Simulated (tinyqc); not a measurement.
Inside a calculation. Method: ROHF in the sto-6g basis, for H4, spin multiplicity 3. One step of it, computed by the program tinyqc.

Task: Iteration 1: diagonalisation and new density. Diagonalise F' = X^T F X, C = X C', fill 3 alpha and 1 beta electrons from the bottom; D(s) = C_occ C_occ^T. Each column has its largest component positive (the first on a tie).

effective F (hartree):
```
           1H 1s      2H 1s      3H 1s      4H 1s
1H 1s  -0.171435  -0.316981  -0.163512  -0.096426
2H 1s  -0.316981  -0.171435  -0.096426  -0.163512
3H 1s  -0.163512  -0.096426  -0.171435  -0.316981
4H 1s  -0.096426  -0.163512  -0.316981  -0.171435
```

X:
```
           1H 1s      2H 1s      3H 1s      4H 1s
1H 1s   1.069367  -0.211929  -0.065788  -0.002615
2H 1s  -0.211929   1.069367  -0.002615  -0.065788
3H 1s  -0.065788  -0.002615   1.069367  -0.211929
4H 1s  -0.002615  -0.065788  -0.211929   1.069367
```

Give: F' = X^T F X; orbital energies; coefficients C; D(alpha) after iteration 1; D(beta) after iteration 1.

Result:

F' = X^T F X (hartree):
```
        1       2       3       4
1  -0.040  -0.291  -0.134  -0.001
2  -0.291  -0.040  -0.001  -0.134
3  -0.134  -0.001  -0.040  -0.291
4  -0.001  -0.134  -0.291  -0.040
```

orbital energies (hartree): MO1 -0.466, MO2 -0.196, MO3 0.116, MO4 0.384

coefficients C:
```
         MO1     MO2     MO3     MO4
1H 1s  0.395   0.463   0.609   0.672
2H 1s  0.395   0.463  -0.609  -0.672
3H 1s  0.395  -0.463   0.609  -0.672
4H 1s  0.395  -0.463  -0.609   0.672
```

D(alpha) after iteration 1:
```
        1H 1s   2H 1s   3H 1s   4H 1s
1H 1s   0.741  -0.001   0.312  -0.430
2H 1s  -0.001   0.741  -0.430   0.312
3H 1s   0.312  -0.430   0.741  -0.001
4H 1s  -0.430   0.312  -0.001   0.741
```

D(beta) after iteration 1:
```
       1H 1s  2H 1s  3H 1s  4H 1s
1H 1s  0.156  0.156  0.156  0.156
2H 1s  0.156  0.156  0.156  0.156
3H 1s  0.156  0.156  0.156  0.156
4H 1s  0.156  0.156  0.156  0.156
```
